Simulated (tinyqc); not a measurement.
Worked calculation: valley splitting of a silicon quantum well in envelope theory. Values are carried at full precision from step to step, so a last printed digit may differ when a step is redone from the rounded ones.

Constants: hbar^2/2m0 = 3.80998211 eV angstrom^2; kB = 8.617333262e-05 eV/K.

Inputs chosen for the exercise (near those of a strained Si well in SiGe; the results hold for these values, not for the real material):
```
symbol  value  unit      meaning
k0      0.828  2 pi/a    valley position
a       5.431  angstrom  lattice constant
ml      0.899  m0        mass along z
F       12.5   mV/nm     field pressing towards the upper interface
w       0.6    angstrom  interface width parameter
L       76     angstrom  well width
V0      0.14   eV        conduction offset
C0      0.279            Bloch overlap factor
Yb      0.22             Ge share of the barrier
Yw      0.02             Ge share of the well
ad      150    angstrom  dot radius
```

## Wave number and lengths

q = 2 k0 (2 pi/a), its wavelength, the field length (c/(ml e F))^(1/3) with c = hbar^2/2m0 and 1 mV/nm = 1e-4 eV/angstrom, and the damping factor y/sinh(y), y = pi q w, of a step smoothed as 1/(1 + exp(z/w)).

q = 1.9158 1/angstrom
wavelength = 3.280 angstrom
field length = 15.0 angstrom
damping factor = 0.195

## The envelope

The well lies at 0 < z < L; U(z) = V0 [1/(1 + exp(z/w)) + 1/(1 + exp((L - z)/w))] - e F z, 1 mV/nm = 1e-4 eV/angstrom. The envelope psi solves -(c/ml) psi'' + U psi = E psi, c = hbar^2/2m0, by three-point differences on a grid of 0.1 angstrom from -40 to L + 40 angstrom. The two valleys at +/- k0 couple through D = C0 times the integral of exp(-i q z) U(z) psi^2, q = 2 k0 (2 pi/a), and split by Ev = 2|D|.

Two lowest levels, mean position, and psi^2 at both interfaces.

levels (meV): [-58.19, -25.63]

<z> = 58.6 angstrom
psi^2 at z = 0 and L (1/angstrom): [1.98e-06, 0.00867]

The field makes psi^2 at the upper interface 4.37e+03 times that at the lower one. The orbital spacing is 32.6 meV.

## Contributions to the coupling

Split D into the lower barrier, the upper barrier and the field term.

Parts of D (micro-eV):
```
part              real  imaginary    size
lower barrier    0.006      0.006   0.008
upper barrier  -18.246    -30.922  35.903
field term      -0.183     -0.423   0.461
```

## Valley splitting and phase

The inter-valley coupling D is the sum of the complex parts; Ev = 2|D|, the valley phase is arg D, and kB T equals Ev at T = Ev/kB.

Ev = 72.7 micro-eV
phase = -2.10 rad
T = 0.84 K

The upper barrier gives the largest part.

## Alloy disorder

Random alloy: with Y(z) = Yw + (Yb - Yw) B(z), B the bracket in U, and in-plane density exp(-r^2/ad^2)/(pi ad^2), D gains a random complex part of variance sigma^2 = (C0^2/pi)(a^2 V0/(8 ad (Yb - Yw)))^2 (4/a) times the integral of psi^4 Y (1 - Y). Alone it gives a mean splitting sqrt(pi) sigma; together with the smooth part the rms splitting is 2 sqrt(|D|^2 + sigma^2).

Give the integral, sigma, the mean splitting from disorder alone and the rms total.

integral = 0.000557 1/angstrom
sigma = 54.9 micro-eV
sqrt(pi) sigma = 97.2 micro-eV
rms splitting = 131.6 micro-eV

|D|/sigma = 0.66: the two parts are comparable.

## Checks

- Lowest level for sharp walls and no field against the square well, meV: both 5.5.
- Size of one barrier part in that case against C0 V0 psi(0)^2/sqrt(q^2 + 4 kappa^2), micro-eV: both 18.

Run: tinyqc, `OMP_NUM_THREADS=1 python tinyqc.py 1281697 1281698 out.jsonl`; Intel(R) Xeon(R) Processor @ 2.30GHz, one thread, shared host; about 0.07 s of CPU time with all checks.
